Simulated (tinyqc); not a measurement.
Oxide trap near a transistor channel: two-state multiphonon kinetics, telegraph noise and bias instability: one step, computed by the program tinyqc. Command: `OMP_NUM_THREADS=1 python tinyqc.py 3011513 3011514 out.jsonl oxidetrap walk`. One thread of a shared host (Intel(R) Xeon(R) Processor @ 2.30GHz), about 0.01 s of CPU time with the checks.

An n-channel device under positive gate bias. The trap is empty (state 1) or holds an electron (state 2); both states are parabolas of equal curvature, and the electron reservoir is taken at the Fermi level of the channel.

Task: Many traps: 1/f noise. McWhorter number fluctuations for traps uniform in depth and energy: S_V = e^2 k_B T N_t lambda/(W L C_ox^2 f), C_ox = eps_ox eps_0/t_ox. The number of traps within k_B T in energy and one decade in time is N_t k_B T lambda ln(10) W L.

Inputs (values chosen for the exercise, with an insulator like SiO2 on silicon):
```
quantity                   value         unit
insulator constant eps_ox      4            -
insulator thickness t_ox     2.2           nm
temperature T                450            K
channel width W               39           nm
channel length L              37           nm
frequency f                10000           Hz
trap density N_t           6e+17  cm^-3 eV^-1
```

Parts treated: one trap and an ensemble.

attenuation length lambda = 0.08303401 nm

Constants: eps_0 = 8.8541878128e-12 F/m; e = 1.602176634e-19 C; k_B = 8.617333262e-05 eV/K.

Give: C_ox; 1/f noise S_V(f); active traps per decade.

Result:

C_ox = 1.610 microF/cm^2

1/f noise S_V(f) = 1.326e-11 V^2/Hz

active traps per decade = 0.006419

With less than one active trap per decade a single device shows separate Lorentzians; 1/f is only the average over many devices. Caution: N_t k_B T lambda ln(10) W L, the number of active traps per decade, is below one, so S_V is only the mean over many devices.
